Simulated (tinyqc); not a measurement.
## Scale length and length offset from two DIBL values

Question. DIBL = exp(-Le/(2 l)) + 2 exp(-Le/l) with Le = L - dL. Find l, dL and the drawn length for a DIBL of 100 mV/V.

DIBL at drawn lengths 110 and 170 nm (mV/V): 104.56367  22.185391

Solution. With e = exp(-Le/(2 l)), 2 e^2 + e = DIBL gives e and so Le/l at each length; Le/l is a straight line in L with slope 1/l.

l = 21.0 nm
dL = 8.30 nm
length for 100 mV/V = 112 nm

Program tinyqc, `OMP_NUM_THREADS=1 python tinyqc.py 2002026 2002027 out.jsonl`; Intel Xeon 2.30GHz, shared host, one thread, about 0.01 s.
